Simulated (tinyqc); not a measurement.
Four-point probe, van der Pauw, Hall and spreading-resistance readings of a semiconductor layer: one step, computed by the program tinyqc. Command: `OMP_NUM_THREADS=1 python tinyqc.py 3114161 3114162 out.jsonl probe walk`. One thread of a shared host (Intel(R) Xeon(R) Processor @ 2.30GHz), about 0.01 s of CPU time with the checks.

The layer is uniform and ohmic; contacts are points unless a radius is given.

Problem. Hall reading. V_H = r_H I B/(e n t); apparent density n/r_H; Hall mobility r_H mu; Hall angle tan = r_H mu B (SI).

Inputs (values chosen for the exercise, modelled on n-type silicon):

| quantity | value | unit |
|---|---|---|
| carrier density n | 8e+17 | 1/cm^3 |
| drift mobility mu | 303 | cm^2/(V s) |
| layer thickness t | 380 | micrometre |
| current I | 0.1 | mA |
| magnetic field B | 1.1 | T |
| Hall factor r_H | 1.2 | - |

Backing of the layer: insulating.

Constants: e = 1.602176634e-19 C.

Give: Hall voltage; apparent density; Hall mobility; tangent of the Hall angle.

Solution.

Hall voltage = 0.002710 mV

apparent density = 6.667e+17 1/cm^3

Hall mobility = 363.6 cm^2/(V s)

tangent of the Hall angle = 0.039996
